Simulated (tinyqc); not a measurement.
Interband optics of a two-band s-p chain from momentum matrix elements: one step. Matrix element between the bands. Three cases, with inputs chosen for the exercise.

Question. Diagonalise H, transform W, and form w = |W_cv|^2, the Kane-type energy w/c and the oscillator strength f = w/(c D), c = hbar^2/2m0, D = Ec - Ev.

Constants: hbar^2/2m0 = 3.80998211 eV angstrom^2.

Case 1.

H (eV), rows s, p and columns alike:
```
[[2.569155, 0.309017i],
 [-0.309017i, -1.223838]]
```

W (eV angstrom), rows s, p and columns alike:
```
[[0.578480, 2.225472i],
 [-2.225472i, -0.795410]]
```

Case 2.

H (eV), rows s, p and columns alike:
```
[[2.032234, 2.026533i],
 [-2.026533i, -1.150689]]
```

W (eV angstrom), rows s, p and columns alike:
```
[[3.260093, 7.212525i],
 [-7.212525i, -2.983814]]
```

Case 3.

H (eV), rows s, p and columns alike:
```
[[3.651312, 1.152923i],
 [-1.152923i, -2.525600]]
```

W (eV angstrom), rows s, p and columns alike:
```
[[2.786540, -1.520060i],
 [1.520060i, -1.981540]]
```

Give: Ev, Ec; weights; slopes dEv/dk, dEc/dk; w; w/c; f.

Answer.

Case 1.

Ev, Ec (eV): [-1.2488, 2.5942]

weights, rows s, p; columns v, c:
```
[[0.0065, 0.9935],
 [0.9935, 0.0065]]
```

slopes dEv/dk, dEc/dk (eV angstrom): [-1.144, 0.927]

w = 4.352 eV^2 angstrom^2
w/c = 1.142 eV
f = 0.297

Case 2.

Ev, Ec (eV): [-2.1360, 3.0175]

weights, rows s, p; columns v, c:
```
[[0.1912, 0.8088],
 [0.8088, 0.1912]]
```

slopes dEv/dk, dEc/dk (eV angstrom): [-7.463, 7.739]

w = 3.997 eV^2 angstrom^2
w/c = 1.049 eV
f = 0.204

Case 3.

Ev, Ec (eV): [-2.7338, 3.8595]

weights, rows s, p; columns v, c:
```
[[0.0316, 0.9684],
 [0.9684, 0.0316]]
```

slopes dEv/dk, dEc/dk (eV angstrom): [-1.299, 2.104]

w = 5.098 eV^2 angstrom^2
w/c = 1.338 eV
f = 0.203

Computed by tinyqc, one run a case: `OMP_NUM_THREADS=1 python tinyqc.py N N+1 out.jsonl` with N = 1681907, 1682305, 1682415; one thread of a shared Intel(R) Xeon(R) Processor @ 2.30GHz, about 0.01 s a run at most.
